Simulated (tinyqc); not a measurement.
What each parameter does: Kronig-Penney superlattice by transfer matrices.

Wells (width a, potential 0, mass mw) alternate with barriers (width b, height V0, mass mb); period d = a + b; c = hbar^2/2m0. The vector (psi, psi'/m) is continuous, and a layer of thickness t carries it by M = [[cos kt, (m/k) sin kt], [-(k/m) sin kt, cos kt]] with k = sqrt(m (E - V)/c); for E < V, k = i kappa gives [[cosh, (m/kappa) sinh], [(kappa/m) sinh, cosh]] of kappa t. A Bloch state obeys cos(q d) = tr(Mb Mw)/2.

Constants: hbar^2/2m0 = 3.80998211 eV angstrom^2.

Values chosen for the exercise (near those of a non-polar GaN superlattice with barriers of AlN; not measured data):

| symbol | value | unit | meaning |
|---|---|---|---|
| a | 12 | angstrom | well width |
| b | 7 | angstrom | barrier width |
| V0 | 1.86 | eV | barrier height |
| mw | 0.204 | m0 | mass in the wells |
| mb | 0.323 | m0 | mass in the barriers |

Bottom and width of the first miniband, the gap above it, and m_z = -2 c f'/d^2 with f = tr M/2.

One parameter was then changed.

Results before and after:

| case | bottom (eV) | width (meV) | gap (meV) | m_z (m0) |
|---|---|---|---|---|
| base | 0.4153 | 100.9 | 1054.0 | 0.4988 |
| changed | 0.4047 | 81.7 | 1081.9 | 0.5992 |

Which of these changes was made? (a) a = 14 angstrom; (b) mw = 0.2244 m0; (c) b = 6 angstrom; (d) mb = 0.3715 m0; (e) V0 = 2.139 eV.

Answer: (d) mb = 0.3715 m0. Of the candidates, run in turn, only this one gives the changed row.

All candidates:

| case | bottom (eV) | width (meV) | gap (meV) | m_z (m0) |
|---|---|---|---|---|
| base | 0.4153 | 100.9 | 1054.0 | 0.4988 |
| a = 14 angstrom | 0.3468 | 74.3 | 916.0 | 0.5422 |
| b = 6 angstrom | 0.3969 | 142.9 | 1011.4 | 0.4134 |
| V0 = 2.139 eV | 0.4483 | 84.7 | 1161.2 | 0.5755 |
| mw = 0.2244 m0 | 0.4048 | 93.8 | 1006.7 | 0.5345 |
| mb = 0.3715 m0 | 0.4047 | 81.7 | 1081.9 | 0.5992 |

Computed by tinyqc, a small Python program: `OMP_NUM_THREADS=1 python tinyqc.py 1252068 1252069 out.jsonl` (the numbers bound the seed that draws the inputs); one thread of a shared host (Intel(R) Xeon(R) Processor @ 2.30GHz), about 0.04 s for the whole set of steps.
